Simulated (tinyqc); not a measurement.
Inside a calculation. Method: LDA (PW92) atom on a uniform radial grid, spin-unpolarised, for F. Computed by tinyqc, a small Python program that keeps every step. Settings: Z = 9, points = 64, R = 14.0, functional = lda,pw, mixing = 1.0, iteration cap = 54. Command: `OMP_NUM_THREADS=1 python tinyqc.py 24730 24731 out.jsonl` (the two numbers bound the seeds that draw the settings). One thread of a shared host (Intel(R) Xeon(R) Processor @ 2.60GHz), about 0.1 s of CPU time with the checks.

Spherical atom on a uniform radial grid r_j = j h with h = R/(N + 1), h sum u^2 = 1 and integrals as h times sums, u(0) = u(R) = 0 (atomic units):
```
parameter            value
Z                        9
points N                64
R                14.000000
h                 0.215385
mixing            1.000000
electrons in 1s          2
electrons in 2s          2
electrons in 2p          5
```

Three-point differences turn -u''/2 + [l(l+1)/2r^2 - Z/r + V] u = e u into a tridiagonal matrix (diagonal 1/h^2 + potential, off-diagonal -1/2h^2). D = sum f u^2; the Hartree potential y/r solves y'' = -D/r with y(0) = 0, y(R) = N_e; v_xc comes from rho = D/(4 pi r^2); E = sum f e - int D V + int D (V_H/2 + eps_xc); V(new) = V + mixing (V_H + v_xc - V).

Stop when input and output potentials agree to 1e-7.

Course of the cycle (hartree):
```
iteration             E       e(1s)      e(2s)       e(2p)  largest |V(out) - V(in)|
1          -56.29412075  -25.462090  -8.463503  -11.172490                  2.20e+01
2          -50.83615394   -5.535469   0.019272    0.050704                  1.58e+01
3          -63.39777672  -19.734430  -5.053705   -6.740682                  1.38e+01
4          -52.51396553   -7.074204   0.005650    0.049916                  1.34e+01
5          -63.87678365  -19.361258  -4.854393   -6.471356                  1.32e+01
6          -52.71902639   -7.206045   0.003320    0.049803                  1.32e+01
7          -63.92447416  -19.317771  -4.827277   -6.436798                  1.32e+01
8          -52.74115211   -7.219254   0.003055    0.049790                  1.32e+01
9          -63.92941179  -19.313130  -4.824313   -6.433056                  1.32e+01
10         -52.74347247   -7.220621   0.003027    0.049789                  1.32e+01
11         -63.92992589  -19.312645  -4.824001   -6.432664                  1.32e+01
...                 ...         ...        ...         ...                       ...
44         -52.74374272   -7.220780   0.003023    0.049789                  1.32e+01
45         -63.92998570  -19.312588  -4.823965   -6.432618                  1.32e+01
46         -52.74374272   -7.220780   0.003023    0.049789                  1.32e+01
47         -63.92998570  -19.312588  -4.823965   -6.432618                  1.32e+01
48         -52.74374272   -7.220780   0.003023    0.049789                  1.32e+01
49         -63.92998570  -19.312588  -4.823965   -6.432618                  1.32e+01
50         -52.74374272   -7.220780   0.003023    0.049789                  1.32e+01
51         -63.92998570  -19.312588  -4.823965   -6.432618                  1.32e+01
52         -52.74374272   -7.220780   0.003023    0.049789                  1.32e+01
53         -63.92998570  -19.312588  -4.823965   -6.432618                  1.32e+01
54         -52.74374272   -7.220780   0.003023    0.049789                  1.32e+01
```

Can the last value be used, and what does the course show?

Not by the stop rule; and the uniform grid itself carries an error of order h^2 at the cusp, far above the threshold. Not converged within 54 iterations: the residual has stopped falling: the iteration swings between two states. Reruns (cap 100 unless said): mixing 0.3: converged in 49; mixing 0.6: converged in 21; the original settings with a cap of 400: not converged. Even converged, this uniform grid resolves the cusp poorly and misses the energy of the atom.
